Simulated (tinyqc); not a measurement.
Energy conservation against the time step: molecular dynamics of a small cluster by velocity Verlet steps. Computed by tinyqc, a small Python program. Command: `OMP_NUM_THREADS=1 python tinyqc.py 3000733 3000734 out.jsonl verlet walk`. One thread of a shared host (Intel(R) Xeon(R) Processor @ 2.30GHz), about 0.2 s of CPU time with the checks.

E = sum_(i<j) phi(r_ij), phi(r) = eps [exp(-2 alpha (r - r0)) - 2 exp(-alpha (r - r0))]; the force on i is -sum_j phi'(r_ij) (R_i - R_j)/r_ij.

Inputs (values chosen for the exercise, for model atoms):

| quantity | value | unit |
|---|---|---|
| length r0 | 2.35 | angstrom |
| well depth eps | 0.41 | eV |
| stiffness alpha | 2.04 | 1/angstrom |
| atomic mass M | 67 | u |
| time step dt | 5.6 | fs |
| steps | 300 | - |

Potential: Morse.

starting positions (angstrom):
```
           x      y     z
atom 1     0  -0.04  0.03
atom 2  2.34   0.01  0.06
atom 3  1.17   2.05  0.02
atom 4  1.19   0.65   1.9
```

starting velocities (angstrom/fs):
```
               x         y         z
atom 1   0.00017  -0.00221   0.00189
atom 2   0.00072   0.00037  -0.00141
atom 3  -0.00167  -0.00038  -0.00033
atom 4   0.00078   0.00222  -0.00014
```

Constants: 1 eV/(angstrom u) = 9.648533212e-03 angstrom/fs^2; k_B = 8.617333262e-05 eV/K.

Method:
- Relax the cluster, diagonalise the Hessian (central differences): omega_max = sqrt(c lambda_max/M). Verlet steps are stable for omega_max dt < 2.
- Velocity Verlet: a = c F/M with c = 9.648533212e-3 angstrom/fs^2 per eV/(angstrom u); R(new) = R + v dt + a dt^2/2; v(new) = v + (a + a(new)) dt/2. Kinetic energy K = M v^2/(2c); temperature T = 2K/((3N - 3) k_B), rotation of the cluster included.
- Runs without thermostat over the same span of time, steps x dt; spread = largest minus smallest value. For contrast, the energy gained over the first 30 dt (dt of the inputs) by explicit Euler steps: R(new) = R + v dt, v(new) = v + a dt.

omega_max dt = 0.248284

Energy error (eV):

| dt (fs) | omega_max dt | Verlet, spread of U + K | Euler, gain in U + K |
|---|---|---|---|
| 0.7 | 0.03104 | 3.5064e-06 | 0.00356 |
| 1.4 | 0.06207 | 1.4019e-05 | 0.00759 |
| 2.8 | 0.12414 | 5.6131e-05 | 0.01740 |
| 5.6 | 0.24828 | 2.2382e-04 | 0.04703 |
| 11.2 | 0.49657 | 8.8246e-04 | 0.18755 |
| 16.8 | 0.74485 | 2.0430e-03 | 0.51266 |

The Verlet error grows as dt^2.00 between the first rows, the second order of the method. Euler steps gain energy steadily: over that short span the gain in the first row is already 1000 times the Verlet spread of the whole run, and it grows as dt^1.09, tending to the first order of that method as dt shrinks.

Extremes, crossings and ranges named in words are read from the listed rows.
